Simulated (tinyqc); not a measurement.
# Floating body of a partially depleted SOI transistor: body voltage and kink: effects of single changes

Source at 0 V. Channel current Ic = 2 nf K Vt^2 [F(0) - F(Vd)](1 + la Vd), F(V) = ln^2(1 + exp((Vg - VT - nf V)/(2 nf Vt))), VT = VT0 - gb Vb. Saturation voltage Vs = 2 Vt sqrt(F(0)) + 3 Vt, excess Ve = (Vd - Vs + sqrt((Vd - Vs)^2 + 0.0004 V^2))/2, multiplication M1 = Ai Ve exp(-Bl/Ve). Each junction passes D(v) = J1 (exp(v/Vt) - 1) + J2 (exp(v/(2 Vt)) - 1). Bipolar current Ib = bb J1 (exp(Vb/Vt) - 1). The body settles where M1 (Ic + Ib) = D(Vb) + D(Vb - Vd) + Vb/Rb; drain current Id = (1 + M1)(Ic + Ib) - D(Vb - Vd).

Inputs (values chosen for the exercise); values of the order met in partially depleted silicon-on-insulator transistors:
```
symbol    value         unit                                                                                            meaning
T           330            K                                                                                        temperature
VT0         0.4            V                                                                     threshold at zero body voltage
gb         0.26                                                                  fall of the threshold per volt of body voltage
nf         1.34                                                                                                    slope factor
K           180  uA/(V^2 um)                                                                              gain factor per width
la         0.05          1/V                                                                   channel-length modulation factor
Ai         2.07          1/V                                                                        impact-ionisation prefactor
Bl          6.5            V                                                                          impact-ionisation voltage
J1      1.2e-11        uA/um                                                      diffusion saturation current of each junction
J2         1e-8        uA/um                                                  recombination saturation current of each junction
bb            1                                                 gain of the lateral bipolar transistor on the diffusion current
Rb          1e5      kohm um  resistance of a weak body tie to the source (1e9 stands for no tie, and the term is then dropped)
Vg         0.94            V                                                                                       gate voltage
Vd          2.3            V                                                                                      drain voltage
```

Constants: q = 1.602176634e-19 C, kB = 1.380649e-23 J/K, Vt = kB T/q. Results are converted to the units shown.

Each table varies one quantity; the others keep the values above.

## Output curve and kink

Rows with more than one solution for Vb (latch) are left out; dId/dVd by a forward difference over 1e-4 V, swing = 1e-4 V over the change of log10 Id; M1 under 1e-12 is printed as 0.

Output curve and kink:
```
Vd (V)    Vb (V)        M1  Id, floating (uA/um)  Id, grounded (uA/um)  ratio  dId/dVd, floating (uS/um)  dId/dVd, grounded (uS/um)
1       0.006477  3.129e-6                 20.70                 20.57  1.006                      4.360                     0.9813
1.2       0.2149  8.504e-5                 25.28                 20.77  1.217                      52.56                      1.027
1.4       0.5853  4.806e-4                 34.46                 20.99  1.641                      14.10                      1.264
1.6       0.6481  0.002799                 36.61                 21.30  1.719                      9.399                      1.853
1.8       0.6865  0.009821                 38.53                 21.76  1.771                      10.32                      2.853
2         0.7147   0.02499                 40.91                 22.46  1.821                      13.82                      4.230
2.2       0.7369   0.05153                 44.23                 23.47  1.884                      19.83                      5.901
```

What does the table show?

Vb rises from 0.00648 to 0.737 V and the ratio of the currents rises from 1.01 to 1.88. The output conductance with a floating body exceeds the grounded value by the largest factor among the rows, 51.2, at Vd = 1.2 V, where Vb = 0.215 V and M1 = 8.50e-5.

## Transfer curve and swing

Same model as above.

Result of one run:
columns A: Vg (V); B: Vb (V); C: M1; D: Id, floating (uA/um); E: Id, grounded (uA/um); F: ratio; G: swing, floating (mV/decade); H: swing, grounded (mV/decade)
```
A             B       C         D         E      F      G      H
-0.05  7.960e-5  0.2435  4.023e-6  4.021e-6  1.001  88.04  88.08
```

What becomes of these results when the gate voltage Vg is changed from -0.05 to 0.25 V, all else the same?

Result of the changed run:
columns A: Vg (V); B: Vb (V); C: M1; D: Id, floating (uA/um); E: Id, grounded (uA/um); F: ratio; G: swing, floating (mV/decade); H: swing, grounded (mV/decade)
```
A          B       C       D         E      F      G      H
0.25  0.6405  0.2242  0.4362  0.009227  47.28  109.6  93.73
```

The whole series:
columns A: Vg (V); B: Vb (V); C: M1; D: Id, floating (uA/um); E: Id, grounded (uA/um); F: ratio; G: swing, floating (mV/decade); H: swing, grounded (mV/decade)
```
A             B       C         D         E      F      G      H
-0.05  7.960e-5  0.2435  4.023e-6  4.021e-6  1.001  88.04  88.08
0.05   0.001084  0.2434  5.533e-5  5.493e-5  1.007  87.56  88.21
0.15    0.01602  0.2426  8.204e-4  7.370e-4  1.113  79.91  89.41
0.25     0.6405  0.2242    0.4362  0.009227  47.28  109.6  93.73
0.35     0.6864  0.2003     2.235   0.09373  23.85  184.7  107.8
0.45     0.7115  0.1734     6.028    0.6111  9.863  292.2  144.6
0.55     0.7263  0.1476     11.62     2.290  5.075  419.0  214.0
0.65     0.7356  0.1242     18.72     5.598  3.344  554.3  310.9
0.75     0.7414  0.1032     27.13     10.55  2.572  692.1  423.5
```

Vb rises from 7.96e-5 to 0.741 V. The smallest swing among the rows is 79.9 mV a decade with a floating body (at Vg = 0.15 V) and 88.1 with a grounded one; Vt ln 10 = 65.5. The floating swing is smaller by more than 3 % for Vg = 0.15 V, where the rising Vb lowers the threshold as Vg rises. In the first row the floating body raises the current by a factor of 1.00.

Range of the model: The multiplication law is an empirical form chosen for the exercise; self-heating and capacitive coupling to the body are left out, and the linear laws are rough once Vb passes about 0.7 V or M1 about 0.1.

Computed by the program tinyqc: `OMP_NUM_THREADS=1 python tinyqc.py 2182065 2182066 out.jsonl`, one thread of a shared Intel Xeon 2.30GHz, about 0.2 s for the whole run.
